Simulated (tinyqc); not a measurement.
# Probe couplings from its potential

Question. One voltage probe p sits between leads L (mu = 1) and R (mu = 0) without magnetic field: mu_p = T_pL/(T_pL + T_pR), T_eff = T_RL + T_pL T_pR/(T_pL + T_pR). Find T_pL and T_pR.

T_RL = 0.24
mu_p = 0.66666667
T_eff = 0.37333333

Solution. T_eff - T_RL equals T_pL (1 - mu_p) and also T_pR mu_p.

T_pL = 0.4000
T_pR = 0.2000

Computed by the program tinyqc: `OMP_NUM_THREADS=1 python tinyqc.py 2700044 2700045 out.jsonl`, one thread of a shared Intel Xeon 2.30GHz, about 0.01 s for the whole run.
